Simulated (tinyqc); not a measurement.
A ladder of methods, and size consistency: correlation methods against full CI in the 3-21g basis, for H2, spin multiplicity 1. Computed by the program tinyqc with PySCF. Command: `OMP_NUM_THREADS=1 python tinyqc.py 113575 113576 out.jsonl`; one thread of a shared host (Intel(R) Xeon(R) Processor @ 2.60GHz), about 0.5 s.

Geometry (angstrom):
```
atom       x       y       z
H     0.0000  0.0000  0.0000
H     0.0000  0.0000  0.8070
```

RHF energy of one = -1.119637 hartree

All electrons correlated; +Q is the Davidson correction (1 - c0^2) E_corr. The last columns treat two copies 100 angstrom apart as one system. FCI is the lowest singlet.

Correlation energies (hartree):
```
method   E_corr of one  share of FCI (%)  E_corr of two at 100 angstrom  two minus twice one (mhartree)
MP2          -0.017960           68.1594                      -0.035920                          0.0000
CISD         -0.026350          100.0000                      -0.051833                          0.8668
CISD+Q       -0.026799          101.7052                      -0.053506                          0.0926
CCSD         -0.026350          100.0000                      -0.052700                          0.0000
CCSD(T)      -0.026350          100.0000                      -0.052700                          0.0000
FCI          -0.026350          100.0000                              -                               -
```

MP2 recovers 68 %, CISD 100.0 % and CCSD 100.0 % of the FCI value (c0^2 = 0.983 in CISD). MP2 and coupled cluster are size consistent, so their last column vanishes; CISD loses 0.87 mhartree, since a double excitation on each copy is a quadruple of the pair, and the Davidson correction leaves +0.09. With two electrons, or one virtual orbital, CISD and CCSD are exact for one copy, so +Q overshoots there.
